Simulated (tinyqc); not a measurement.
Free and nearly free electrons in a metal, step by step. Values are carried at full precision from step to step, so a last printed digit may differ when a step is redone from the rounded ones.

The cubic cell holds 4 atoms: n = 4 z/a^3, kF = (3 pi^2 n)^(1/3), EF = c kF^2/m, vF = 2 c kF/(m hbar), c = hbar^2/2m0; rs = (3/(4 pi n))^(1/3)/a0; D(EF) = 3 n/(2 EF).

Constants: hbar^2/2m0 = 3.80998211 eV angstrom^2; hbar = 6.58211957e-16 eV s; a0 (Bohr radius) = 0.5291772105 angstrom; kB = 8.617333262e-05 eV/K.

Parameters, chosen for this exercise (near those of Cu, whose d bands this model ignores; shifted at random, so the results belong to these values and not to a real crystal):
```
symbol  value  unit          meaning
a       3.635  angstrom      fcc lattice constant
z       1                    free electrons an atom
m       1      m0            mass
rho     1.8    micro-ohm cm  bulk resistivity
T       290    K
V       1.27   eV            |V_G| for G = (111)
x       0.69                 k along G as a share of |G|/2
```

## The Fermi sphere

Evaluate the free-electron quantities.

n = 0.08328 1/angstrom^3
kF = 1.3510 1/angstrom
EF = 6.954 eV
vF = 1.564e+06 m/s
rs = 2.684
D(EF) per atom = 0.2157 1/eV

## Relaxation time and mean free path

Drude: 1/rho = n e^2 tau/(m m0) with e = 1.602176634e-19 C and m0 = 9.1093837e-31 kg; mean free path l = vF tau; rho l = hbar kF/(n e^2) = 12 pi^3 hbar/(e^2 S) with S = 4 pi kF^2 does not depend on tau or m.

Use SI units: n in 1/m^3 (1e30 per 1/angstrom^3), rho in ohm m (1e-8 per micro-ohm cm).

tau = 23.67 fs
l = 37.02 nm
rho l = 6.664 1e-16 ohm m^2

Wires lose conductivity to surfaces and grain boundaries, with an excess that scales as rho l over the width and is of the order of rho itself at a width of l = 37 nm.

## Thermal quantities

gamma = (pi^2/3) kB^2 D(EF) per atom, times 96485.33 x 1e3 for mJ/(mol K^2); mu(T) = EF (1 - (pi kB T/EF)^2/12); Wiedemann-Franz kappa = L0 T/rho with L0 = (pi^2/3) (kB/e)^2, kB/e in V/K.

gamma = 0.508 mJ/(mol K^2)
mu - EF = -0.0739 meV
kappa = 394 W/(m K)

## The sphere against the zone faces

Take G = (hkl) 2 pi/a for (111), (200) and (220), with the number of equivalent faces. The Bragg plane of G lies at |G|/2 with |G| = (2 pi/a) sqrt(h^2 + k^2 + l^2). Where kF exceeds it, the sphere cuts the plane in a circle of radius sqrt(kF^2 - G^2/4).

Distance and circle for each G:
```
G      faces  |G|/2 (1/angstrom)  kF/(|G|/2)  circle radius
(111)      8              1.4969      0.9025              -
(200)      6              1.7285      0.7816              -
(220)     12              2.4445      0.5527              -
```

The sphere stays inside the first zone; it reaches 0.903 of the way to the nearest faces.

## Two plane waves near the face

Two plane waves k and k - G, G = (111) (2 pi/a): H = [[c k^2/m, V], [V, c (k - G)^2/m]] with c = hbar^2/2m0.

Build H for k along G, diagonalise, and give the weight of the first wave in the lower state and its velocity along G relative to a free electron, (w k + (1 - w)(k - G))/k.

H (eV):
```
        1        2
1  4.0647   1.2700
2  1.2700  14.6514
```

levels (eV): 3.9145  14.8016

w = 0.9862
v/v_free = 0.9600

The splitting is 10.887 eV here and 2V = 2.54 eV on the face, where the normal velocity vanishes. There the lower band lies at 7.268 eV, above the free EF of 6.954 eV, so the Fermi surface does not reach the face. The real noble metals have necks on these faces, through a gap of 4 to 5 eV at L and their d bands.

## Checks

- Lower level against the closed form of the 2 x 2 problem (eV): both 3.9145.
- The product rho l against hbar kF/(n e^2) (1e-16 ohm m^2): both 6.664.

(tinyqc, `OMP_NUM_THREADS=1 python tinyqc.py 1680740 1680741 out.jsonl`, Intel(R) Xeon(R) Processor @ 2.30GHz, 1 thread, shared host, about 0.01 s.)
